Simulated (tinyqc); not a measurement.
Square on-chip spiral inductor, lumped pi model: one step of the calculation.

Outer diameter do = di + 2 n wd + 2 (n - 1) sp, mean da = (do + di)/2, fill p = (do - di)/(do + di), length l = 4 n da. L = 2.34 mu0 n^2 da/(1 + 2.75 p), mu0 = 4 pi 1e-7 H/m. Rs = rho l/(wd delta (1 - exp(-th/delta))), delta = sqrt(rho/(pi f mu0)). Cs = n wd^2 eps0 eo/hu across the coil. At each end Cox = l wd eps0 eo/(2 ho) leads to the substrate branch Rsi = 2 rs he/(l wd) in parallel with Csi = l wd eps0 11.7/(2 he). With one end grounded Y = 1/(Rs + i w L) + i w Cs + 1/[1/(i w Cox) + 1/(1/Rsi + i w Csi)], w = 2 pi f; Q = -Im Y/Re Y. Eddy currents in neighbouring turns and in the substrate are left out.

Task. Admittance, quality factor and apparent inductance. Series branch 1/(Rs + i w L), substrate branch, total Y, Q = -Im Y/Re Y, apparent inductance Im(1/Y)/w, metal-only value w L/Rs, share of the loss in the substrate Re(substrate branch)/Re Y.

Inputs (values chosen for the exercise):
- f = 7.4 GHz (frequency)

L = 5.1438116 nH
Rs = 7.2821300 ohm
Cs = 22.445366 fF
Cox = 76.578308 fF
Rsi = 663.12997 ohm
Csi = 31.243950 fF

Wanted: series branch; substrate branch; Y; Q; apparent inductance; w L/Rs; share of the loss in the substrate.

Result.

series branch = 0.127-4.177i mS
substrate branch = 0.698+1.242i mS
Y = 0.825-1.892i mS
Q = 2.294
apparent inductance = 9.552 nH
w L/Rs = 32.84
share of the loss in the substrate = 84.58 %

Q is 6.99 % of the metal-only value.

Program tinyqc, `OMP_NUM_THREADS=1 python tinyqc.py 2302089 2302090 out.jsonl`; Intel Xeon 2.30GHz, shared host, one thread, about 0.01 s.
